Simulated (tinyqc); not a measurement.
Worked calculation: CCSD on RHF in the sto-3g basis, frozen core, for BeH2, spin multiplicity 1. One step of it, computed by the program tinyqc.

Task: Integrals over molecular orbitals. (pq|rs) = sum C_ip C_jq C_kr C_ls (ij|kl), one index at a time.

coefficients C:
```
               MO1        MO2        MO3        MO4       MO5        MO6        MO7
1Be 1s    0.991753  -0.224209   0.000000   0.009573  0.000000  -0.218285   0.000000
1Be 2s    0.031765   0.557209   0.000000  -0.043423  0.000000   1.229862   0.000000
1Be 2px   0.000000   0.000000   0.000000   0.000000  1.000000   0.000000   0.000000
1Be 2py   0.000000   0.000000   0.503353   0.000000  0.000000   0.000000   1.454041
1Be 2pz  -0.000013   0.005209   0.000000   0.999068  0.000000   0.047680   0.000000
2H 1s    -0.002810   0.394358   0.405056   0.018056  0.000000  -0.821096  -1.031491
3H 1s    -0.002810   0.394358  -0.405056   0.018056  0.000000  -0.821096   1.031491
```

core Hamiltonian H = T + V (hartree):
```
            1Be 1s     1Be 2s    1Be 2px    1Be 2py    1Be 2pz      2H 1s      3H 1s
1Be 1s   -8.660894  -2.138256   0.000000   0.000000  -0.000791  -0.588058  -0.588058
1Be 2s   -2.138256  -2.843330   0.000000   0.000000  -0.006492  -1.305686  -1.305686
1Be 2px   0.000000   0.000000  -2.297298   0.000000   0.000000   0.000000   0.000000
1Be 2py   0.000000   0.000000   0.000000  -2.531931   0.000000  -1.338682   1.338682
1Be 2pz  -0.000791  -0.006492   0.000000   0.000000  -2.297409  -0.029892  -0.029892
2H 1s    -0.588058  -1.305686   0.000000  -1.338682  -0.029892  -2.239700  -0.134614
3H 1s    -0.588058  -1.305686   0.000000   1.338682  -0.029892  -0.134614  -2.239700
```

Two-electron integrals (ij|kl) in chemists' order, unique and non-zero (hartree):
```
(11|11) 2.298831    (21|11) 0.392036    (21|21) 0.079539    (22|11) 0.570988
(22|21) 0.143041    (22|22) 0.417683    (31|31) 0.014607    (32|31) 0.021888
(32|32) 0.092265    (33|11) 0.569578    (33|21) 0.143083    (33|22) 0.417589
(33|33) 0.449859    (41|41) 0.014607    (42|41) 0.021888    (42|42) 0.092265
(43|43) 0.024249    (44|11) 0.569578    (44|21) 0.143083    (44|22) 0.417589
(44|33) 0.401360    (44|44) 0.449859    (51|51) 0.014607    (52|51) 0.021888
(52|52) 0.092265    (53|53) 0.024249    (54|54) 0.024249    (55|11) 0.569578
(55|21) 0.143083    (55|22) 0.417589    (55|33) 0.401360    (55|44) 0.401360
(55|55) 0.449859    (61|11) 0.105516    (61|21) 0.021386    (61|22) 0.038721
(61|33) 0.038438    (61|41) 0.001924    (61|42) 0.003586    (61|44) 0.039310
(61|51) 0.000042    (61|52) 0.000078    (61|54) 0.000019    (61|55) 0.038438
(61|61) 0.006039    (62|11) 0.228562    (62|21) 0.057949    (62|22) 0.181026
(62|33) 0.174498    (62|41) 0.007625    (62|42) 0.044423    (62|44) 0.193912
(62|51) 0.000166    (62|52) 0.000966    (62|54) 0.000422    (62|55) 0.174508
(62|61) 0.017208    (62|62) 0.111602    (63|31) 0.005658    (63|32) 0.025592
(63|43) 0.007951    (63|53) 0.000173    (63|63) 0.011072    (64|11) 0.235741
(64|21) 0.060557    (64|22) 0.198551    (64|33) 0.186817    (64|41) 0.012520
(64|42) 0.069593    (64|44) 0.221804    (64|51) 0.000149    (64|52) 0.000957
(64|54) 0.000588    (64|55) 0.186826    (64|61) 0.018912    (64|62) 0.139967
(64|64) 0.182595    (65|11) 0.005129    (65|21) 0.001317    (65|22) 0.004320
(65|33) 0.004064    (65|41) 0.000149    (65|42) 0.000957    (65|44) 0.004479
(65|51) 0.005661    (65|52) 0.025613    (65|54) 0.007960    (65|55) 0.004410
(65|61) 0.000411    (65|62) 0.003045    (65|64) 0.003732    (65|65) 0.011153
(66|11) 0.393064    (66|21) 0.101527    (66|22) 0.352875    (66|33) 0.327263
(66|41) 0.016643    (66|42) 0.121462    (66|44) 0.403774    (66|51) 0.000362
(66|52) 0.002642    (66|54) 0.001665    (66|55) 0.327299    (66|61) 0.031151
(66|62) 0.269704    (66|64) 0.360880    (66|65) 0.007851    (66|66) 0.774606
(71|11) 0.105516    (71|21) 0.021386    (71|22) 0.038721    (71|33) 0.038438
(71|41) -0.001924   (71|42) -0.003586   (71|44) 0.039310    (71|51) 0.000042
(71|52) 0.000078    (71|54) -0.000019   (71|55) 0.038438    (71|61) 0.005500
(71|62) 0.014514    (71|64) 0.014529    (71|65) 0.000349    (71|66) 0.024985
(71|71) 0.006039    (72|11) 0.228562    (72|21) 0.057949    (72|22) 0.181026
(72|33) 0.174498    (72|41) -0.007625   (72|42) -0.044423   (72|44) 0.193912
(72|51) 0.000166    (72|52) 0.000966    (72|54) -0.000422   (72|55) 0.174508
(72|61) 0.014514    (72|62) 0.061164    (72|64) 0.060380    (72|65) 0.001643
(72|66) 0.110146    (72|71) 0.017208    (72|72) 0.111602    (73|31) 0.005658
(73|32) 0.025592    (73|43) -0.007951   (73|53) 0.000173    (73|63) 0.004972
(73|73) 0.011072    (74|11) -0.235741   (74|21) -0.060557   (74|22) -0.198551
(74|33) -0.186817   (74|41) 0.012520    (74|42) 0.069593    (74|44) -0.221804
(74|51) -0.000149   (74|52) -0.000957   (74|54) 0.000588    (74|55) -0.186826
(74|61) -0.014529   (74|62) -0.060380   (74|64) -0.056578   (74|65) -0.001595
(74|66) -0.106322   (74|71) -0.018912   (74|72) -0.139967   (74|74) 0.182595
(75|11) 0.005129    (75|21) 0.001317    (75|22) 0.004320    (75|33) 0.004064
(75|41) -0.000149   (75|42) -0.000957   (75|44) 0.004479    (75|51) 0.005661
(75|52) 0.025613    (75|54) -0.007960   (75|55) 0.004410    (75|61) 0.000349
(75|62) 0.001643    (75|64) 0.001595    (75|65) 0.005015    (75|66) 0.003037
(75|71) 0.000411    (75|72) 0.003045    (75|74) -0.003732   (75|75) 0.011153
(76|11) 0.022895    (76|21) 0.005656    (76|22) 0.015873    (76|33) 0.015614
(76|44) 0.016380    (76|51) 0.000031    (76|52) 0.000148    (76|55) 0.015617
(76|61) 0.001538    (76|62) 0.007064    (76|64) 0.007878    (76|65) 0.000210
(76|66) 0.014159    (76|71) 0.001538    (76|72) 0.007064    (76|74) -0.007878
(76|75) 0.000210    (76|76) 0.000615    (77|11) 0.393064    (77|21) 0.101527
(77|22) 0.352875    (77|33) 0.327263    (77|41) -0.016643   (77|42) -0.121462
(77|44) 0.403774    (77|51) 0.000362    (77|52) 0.002642    (77|54) -0.001665
(77|55) 0.327299    (77|61) 0.024985    (77|62) 0.110146    (77|64) 0.106322
(77|65) 0.003037    (77|66) 0.198444    (77|71) 0.031151    (77|72) 0.269704
(77|74) -0.360880   (77|75) 0.007851    (77|76) 0.014159    (77|77) 0.774606
```

Give: one-electron integrals over orbitals h = C^T H C; Two-electron integrals over orbitals.

Result:

one-electron integrals over orbitals h = C^T H C (hartree):
```
         1        2        3        4        5        6        7
1  -8.6492   0.2250   0.0000  -0.0103   0.0000   0.1938   0.0000
2   0.2250  -2.4624   0.0000   0.0012   0.0000  -0.1737   0.0000
3   0.0000   0.0000  -2.4240   0.0000   0.0000   0.0000  -0.2808
4  -0.0103   0.0012   0.0000  -2.2970   0.0000  -0.0106   0.0000
5   0.0000   0.0000   0.0000   0.0000  -2.2973   0.0000   0.0000
6   0.1938  -0.1737   0.0000  -0.0106   0.0000  -1.9156   0.0000
7   0.0000   0.0000  -0.2808   0.0000   0.0000   0.0000  -1.8014
```

Two-electron integrals over orbitals (pq|rs), unique and non-zero (hartree); the lowest 1 orbital is frozen and left out:
```
(22|22) 0.3982      (32|32) 0.1644      (33|22) 0.4116      (33|33) 0.4347
(42|22) 0.0023      (42|33) 0.0022      (42|42) 0.0494      (43|32) 0.0024
(43|43) 0.0147      (44|22) 0.3689      (44|33) 0.3563      (44|42) -0.0051
(44|44) 0.4500      (52|52) 0.0494      (53|53) 0.0146      (54|52) -0.0018
(54|54) 0.0243      (55|22) 0.3690      (55|33) 0.3563      (55|42) -0.0015
(55|44) 0.4013      (55|55) 0.4499      (62|22) -0.0245     (62|33) -0.0475
(62|42) -0.0005     (62|44) 0.0523      (62|55) 0.0525      (62|62) 0.0778
(63|32) -0.0946     (63|43) -0.0019     (63|63) 0.0834      (64|22) 0.0009
(64|33) -4.24e-04   (64|42) 0.0471      (64|44) -0.0014     (64|55) 0.0011
(64|62) 0.0041      (64|64) 0.0506      (65|52) 0.0474      (65|54) -0.0013
(65|65) 0.0508      (66|22) 0.3968      (66|33) 0.4078      (66|42) 0.0053
(66|44) 0.3670      (66|55) 0.3673      (66|62) -0.0346     (66|64) 0.0035
(66|66) 0.4119      (72|32) -0.0442     (72|43) -0.0023     (72|63) 0.0612
(72|72) 0.0566      (73|22) -0.0058     (73|33) -0.0210     (73|42) -0.0033
(73|44) 0.0594      (73|55) 0.0594      (73|62) 0.0730      (73|64) 0.0014
(73|66) -0.0263     (73|73) 0.0825      (74|32) -0.0056     (74|43) 0.0137
(74|63) 0.0033      (74|72) 0.0008      (74|74) 0.0168      (75|53) 0.0138
(75|75) 0.0165      (76|32) 0.1427      (76|43) 0.0027      (76|63) -0.0952
(76|72) -0.0556     (76|74) -0.0049     (76|76) 0.1405      (77|22) 0.4278
(77|33) 0.4465      (77|42) 4.36e-04    (77|44) 0.3910      (77|55) 0.3910
(77|62) -0.0364     (77|64) -0.0015     (77|66) 0.4356      (77|73) -0.0108
(77|77) 0.4884
```
